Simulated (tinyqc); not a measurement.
Dispersion against the sound-wave line: Born-von Karman spring model of a cubic crystal with one atom per cell. Computed by tinyqc, a small Python program. Command: `OMP_NUM_THREADS=1 python tinyqc.py 3021806 3021807 out.jsonl springs walk`. One thread of a shared host (Intel(R) Xeon(R) Processor @ 2.30GHz), about 0.2 s of CPU time with the checks.

First neighbours lie at a/2 (1,1,1) (8 of them), second at a (1,0,0) (6), with all permutations and signs; the volume per atom is Omega = a^3/2. Two shells of springs match a real metal only roughly, above all at the zone boundary.

Inputs (values chosen for the exercise, modelled on iron):
```
quantity,value,unit
atomic mass M,55.85,u
radial spring k1L,3.12,eV/angstrom^2
transverse spring k1T,-0.099,eV/angstrom^2
radial spring k2L,0.99,eV/angstrom^2
transverse spring k2T,0.024,eV/angstrom^2
```

Lattice: bcc.

Constants: nu for 1 eV/(angstrom^2 u) = 15.6333042 THz.

Method:
- A neighbour at R with unit vector n couples by the matrix K(R) = kL n n^T + kT (1 - n n^T), and D(q) = (1/M) sum_R K(R) [1 - cos(q.R)].
- An eigenvalue lambda of D in eV/(angstrom^2 u) gives nu = 15.6333042 THz x sqrt(lambda).
- The last column divides the top branch by the straight line with its slope at G. End points in 2 pi/a: H = (1, 0, 0), N = (0.5, 0.5, 0).

Frequencies (THz) along two lines:
```
line,fraction of the way,nu 1,nu 2,nu 3,nu 3 / linear
G-H,0.10,1.3073,1.3073,1.8231,0.98973
G-H,0.25,3.1933,3.1933,4.3187,0.93784
G-H,0.40,4.8930,4.8930,6.2638,0.85014
G-H,0.55,6.3120,6.3120,7.5058,0.74087
G-H,0.70,7.3767,7.3767,8.0921,0.62759
G-H,0.85,8.0353,8.0353,8.2493,0.52688
G-H,1.00,8.2581,8.2581,8.2581,0.44832
G-N,0.10,0.5912,0.9247,1.4792,0.99589
G-N,0.25,1.4463,2.2620,3.6185,0.97450
G-N,0.40,2.2214,3.4743,5.5579,0.93549
G-N,0.55,2.8738,4.4946,7.1902,0.88016
G-N,0.70,3.3674,5.2666,8.4251,0.81033
G-N,0.85,3.6749,5.7475,9.1945,0.72827
G-N,1.00,3.7793,5.9108,9.4557,0.63662
```

What follows from these numbers?

Along G-H the top branch ends at 45 % of its linear extrapolation. Along G-N the top branch ends at 64 % of its linear extrapolation, which is the 2/pi of a pure sine: planes normal to this line couple to their next planes alone. A Debye model keeps the straight line throughout.
